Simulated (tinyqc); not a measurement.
# A clean chain and dephasing by Buettiker voltage probes: what changes with what

Sites 1 to 6 form a chain with hopping -t. Lead L joins site 1 and lead R site 6, both semi-infinite chains with hopping -t and site energy 0. Every site carries a probe with self-energy -i Gamma_p/2 that draws no net current. Linear response at zero temperature: mu_L = 1, mu_R = 0 in units of the bias.

Values chosen for this exercise:
```
symbol               value  unit                      meaning
t                        1    eV  hopping (matrix element -t)
U       [0, 0, 0, 0, 0, 0]    eV         site energies 1 to N
E                     0.68    eV                 Fermi energy
gp                     0.6    eV     probe broadening Gamma_p
```

Constants: q = 1.602176634e-19 C, h = 6.62607015e-34 J s. Results are converted to the units shown.

Each table varies one quantity; the others keep the values above.

## Resistance against length

Sigma = t^2 g(E), g(x) = (x - i sqrt(4 t^2 - x^2))/(2 t^2) for |x| < 2 t and (x - sign(x) sqrt(x^2 - 4 t^2))/(2 t^2) otherwise; Gamma = -2 Im Sigma; G = (E - H - Sigma_L - Sigma_R + i Gamma_p/2)^(-1). With Gamma the broadening by one lead, T_RL = Gamma^2 |G_(last,1)|^2, T_pL = Gamma Gamma_p |G_(p,1)|^2, T_pR = Gamma Gamma_p |G_(p,last)|^2, T_pq = Gamma_p^2 |G_(p,q)|^2 for p != q. No current into probe p: W mu = T_pL with W_pp = T_pL + T_pR + sum_q T_pq and W_pq = -T_pq. Then T_eff = T_RL + sum_p T_pR mu_p, and the resistance is (h/2q^2)/T_eff. Without probes means Gamma_p = 0. The list U is repeated k times, each site with its probe.

The same in every row: T without probes = 1.000.

Resistance against length:
```
k	sites	T_eff	resistance (kohm)
1	6	0.5075	25.43
2	12	0.3399	37.98
3	18	0.2555	50.51
4	24	0.2048	63.03
6	36	0.1465	88.09
8	48	0.1141	113.1
12	72	0.07906	163.2
16	96	0.06049	213.3
```

What does the comparison show?

The resistance rises from 25.4 to 213 kohm, by 2.09 kohm a site between k = 8 and 12 and 2.09 between 12 and 16: Ohm's law, R = R0 + rho N with the extrapolated intercept R0 = 12.9 kohm (h/2q^2 = 12.91 kohm) and a back-scattering length (h/2q^2)/rho of 6.18 sites.

## Effect of the dephasing strength

With Gamma the broadening by one lead, T_RL = Gamma^2 |G_(6,1)|^2, T_pL = Gamma Gamma_p |G_(p,1)|^2, T_pR = Gamma Gamma_p |G_(p,6)|^2, T_pq = Gamma_p^2 |G_(p,q)|^2 for p != q.

Effect of the dephasing strength:
```
gp (eV)	T_RL	through probes	T_eff	resistance (kohm)
0.011	0.9655	0.01723	0.9828	13.13
0.021	0.9352	0.03236	0.9676	13.34
0.039	0.8831	0.05834	0.9414	13.71
0.075	0.7875	0.1057	0.8931	14.45
0.14	0.6405	0.1768	0.8174	15.79
0.27	0.4245	0.2739	0.6985	18.48
0.51	0.2001	0.3489	0.5490	23.51
0.98	0.04769	0.3337	0.3814	33.84
1.9	0.003534	0.2233	0.2268	56.90
3.5	7.710e-5	0.1185	0.1185	108.9
```

Without probes the transmission is 1.00. T_eff falls from 0.983 to 0.119; the direct part falls from 0.966 to 7.71e-5 and the part through probes goes from 0.0172 through a maximum of 0.349 (at gp = 0.51 eV among the rows listed) to 0.118. At this energy dephasing lowers T_eff from the start: the probes give back less than the direct part loses.

## Coherent and dephased transmission against energy

Same model as above.

The same in every row: T without probes = 1.0000.

Coherent and dephased transmission against energy:
```
E (eV)	T_eff
-1.8	0.30983
-1.5	0.41383
-1.2	0.46385
-0.9	0.49272
-0.6	0.51151
-0.3	0.52008
0	0.52186
0.3	0.52008
0.6	0.51151
0.9	0.49272
1.2	0.46385
1.5	0.41383
1.8	0.30983
```

What does the comparison show?

Without probes T is 1.00 in every row, with them between 0.310 and 0.522. The probes lower it in 13 rows and raise it in 0.

Computed by the program tinyqc: `OMP_NUM_THREADS=1 python tinyqc.py 2700131 2700132 out.jsonl`, one thread of a shared Intel Xeon 2.30GHz, about 0.01 s for the whole run.
